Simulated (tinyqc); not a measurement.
Three-level Kane dispersion of a narrow-gap semiconductor: sweeps and comparisons. A value that a table varies takes the place of the one given here.

Zero of energy at Gamma8, c = hbar^2/2m0, P^2 = Ep c. The free-electron term and remote bands are left out, so the heavy holes are flat at E = 0 and the other three bands obey E (E - Eg)(E + Dso) = P^2 k^2 (E + 2 Dso/3). The conduction band is the highest root; its edge is Ec = max(Eg, 0).

Degenerate electrons at T = 0: kF = (3 pi^2 n)^(1/3), 1 cm^-3 = 1e-24 angstrom^-3; EF is the highest root at kF. The momentum (cyclotron, optical) mass is m(E) = hbar^2 k/(dE/dk) = c d(k^2)/dE with d(k^2)/dE = k^2 [1/E + 1/(E - Eg) + 1/(E + Dso) - 1/(E + 2 Dso/3)]; the density of states is k d(k^2)/dE/(2 pi^2).

Edge mass m0* = 3 |Eg|/(2 Ep).
Constants: hbar^2/2m0 = 3.80998211 eV angstrom^2.

Values chosen for the exercise (near those of grey Sn; the results hold for these values, not for the real material):
```
symbol  value    unit        meaning
Eg      -0.4     eV          E(Gamma6) - E(Gamma8)
Dso     0.78     eV          spin-orbit splitting
Ep      22.3     eV          Kane energy
k       0.04     1/angstrom  wave vector
n       1.1e+17  cm^-3       electron density
```

## Filling the band

n from 1e15 to 1e19 cm^-3. The last column is the local power d ln(EF - Ec)/d ln n = kF^2/(1.5 (EF - Ec) d(k^2)/dE).

Results:
```
n (cm^-3)  kF (1/angstrom)  EF - Ec (meV)  parabolic (meV)   m(EF)  m(EF)/m0*  power
1.0e+15            0.00309            1.4              1.4  0.0270       1.01  0.665
1.0e+16            0.00667            6.2              6.3  0.0275       1.02  0.659
3.0e+16            0.00961           12.8             13.1  0.0282       1.05  0.652
1.0e+17            0.01436           27.8             29.2  0.0297       1.10  0.636
3.0e+17            0.02071           55.1             60.7  0.0323       1.20  0.611
1.0e+18            0.03094          112.5            135.5  0.0379       1.41  0.571
3.0e+18            0.04462          205.6            281.9  0.0467       1.73  0.527
1.0e+19            0.06665          376.7            629.1  0.0625       2.32  0.479
```

The power falls from 0.665 to 0.479: 2/3 marks a parabola, 1/3 a linear band. The parabola is within 10 % up to n = 1.0e+17 cm^-3. The mass has doubled by n = 1.0e+19 cm^-3 and ends at 2.3 times its edge value. Side valleys are left out; where they lie low (GaSb, grey Sn: about 0.1 eV) they take the electrons long before the last rows.

## Closing and inverting the gap

Eg is varied at fixed k, Dso and Ep. Edge mass: Eg (Eg + Dso)/(Ep (Eg + 2 Dso/3)) for Eg > 0, 3 |Eg|/(2 Ep) for Eg < 0. The Gamma6 weight of the conduction state is 1/(1 + P^2 k^2 [(2/3)/E^2 + (1/3)/(E + Dso)^2]).

Results:
```
Eg (eV)      m0*  highest root (eV)  middle (eV)  lowest (eV)  E - Ec (meV)  Gamma6 weight
-0.300   0.02018             0.1998      -0.4039      -0.8759         199.8          0.301
-0.150   0.01009             0.2526      -0.3271      -0.8556         252.6          0.406
-0.060   0.00404             0.2923      -0.2856      -0.8467         292.3          0.476
-0.015   0.00101             0.3145      -0.2666      -0.8429         314.5          0.512
0.015    0.00100             0.3302      -0.2546      -0.8406         315.2          0.535
0.060    0.00390             0.3551      -0.2377      -0.8374         295.1          0.570
0.150    0.00934             0.4094      -0.2075      -0.8319         259.4          0.636
0.300    0.01772             0.5121      -0.1674      -0.8247         212.1          0.728
```

The edge mass vanishes with |Eg| from both sides, yet the kinetic energy at this k stays finite, at most 315.2 meV in the table; at Eg = 0 the two-level form, without the split-off band, gives the linear value sqrt(2/3) P k = 301.0 meV. The Gamma6 weight of the conduction state goes smoothly from 0.30 to 0.73 and is 0.51 and 0.54 in the two rows next to Eg = 0: at finite k nothing jumps at the inversion.

## What each parameter does

Edge mass, EF - Ec and m(EF). Each row changes one parameter from the base and keeps the others.

Results:
```
case               m0* (m0)  EF - Ec (meV)  m(EF) (m0)
base                0.02691          29.50     0.02983
n = 2.2e+17 cm^-3   0.02691          45.56     0.03141
Eg = -0.34 eV       0.02287          33.97     0.02640
Dso = 0.663 eV      0.02691          29.59     0.02967
Ep = 25.645 eV      0.02340          33.68     0.02630
```

The largest shifts from the base row, up to three for each result and ties (the steps differ in size, so this ranks the rows, not the parameters). m0* (m0): Eg -0.00404, Ep -0.00351; unchanged at the printed digits by n and Dso. EF - Ec (meV): n +16.06, Eg +4.47, Ep +4.18. m(EF) (m0): Ep -0.00353, Eg -0.00344, n +0.00158.

Run: tinyqc, `OMP_NUM_THREADS=1 python tinyqc.py 1080946 1080947 out.jsonl`; Intel(R) Xeon(R) Processor @ 2.30GHz, one thread, shared host; about 0.01 s of CPU time with all checks.
